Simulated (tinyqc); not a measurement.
Raising U: Hubbard ring of 6 sites, mean field against exact. Computed by the program tinyqc. 

one-body matrix (hopping and site energies) (eV):
```
,1,2,3,4,5,6
1,-0.4400,-1.1000,0.0000,0.0000,0.0000,-1.1000
2,-1.1000,-0.2900,-1.1000,0.0000,0.0000,0.0000
3,0.0000,-1.1000,-0.2300,-1.1000,0.0000,0.0000
4,0.0000,0.0000,-1.1000,-0.4100,-1.1000,0.0000
5,0.0000,0.0000,0.0000,-1.1000,0.4900,-1.1000
6,-1.1000,0.0000,0.0000,0.0000,-1.1000,-0.1600
```

electrons, up and down: 3  3

Collinear unrestricted mean field (the lowest of 40 random starts) against exact diagonalisation.

Exact and mean-field results (eV):
```
U,U/t,E exact,E mean field,mean |n_up - n_down|,"double occupancy, exact",first gap in the sector
0.5500,0.5000,-9.147406,-9.120721,0.0000,0.2372,1.8868
1.1000,1.0000,-8.393216,-8.285648,0.0000,0.2199,1.8386
2.2000,2.0000,-7.058797,-6.620520,0.0000,0.1842,1.4668
3.3000,3.0000,-5.964297,-5.104896,0.5373,0.1475,1.1271
4.4000,4.0000,-5.106759,-4.185323,0.7523,0.1132,0.8587
6.6000,6.0000,-3.966291,-3.191619,0.8901,0.0645,0.5374
8.8000,8.0000,-3.298975,-2.669305,0.9379,0.0394,0.3848
13.2000,12.0000,-2.581762,-2.133824,0.9723,0.0187,0.2498
22.0000,20.0000,-1.978191,-1.698663,0.9900,0.0070,0.1497
```

In absolute terms mean field is worst at U/t = 4.0, 0.921 eV too high: at small U it is nearly exact, and at large U it misses only exchange-scale energies. Its local moments set in at U/t = 3.0 of those listed, a broken symmetry that the exact state of a finite cluster with equal spins does not have. Relative to the exact energy its error is 0.3 % at the smallest U, 20 % at most and 14 % at the largest. The double occupancy falls from 0.237 to 0.007.
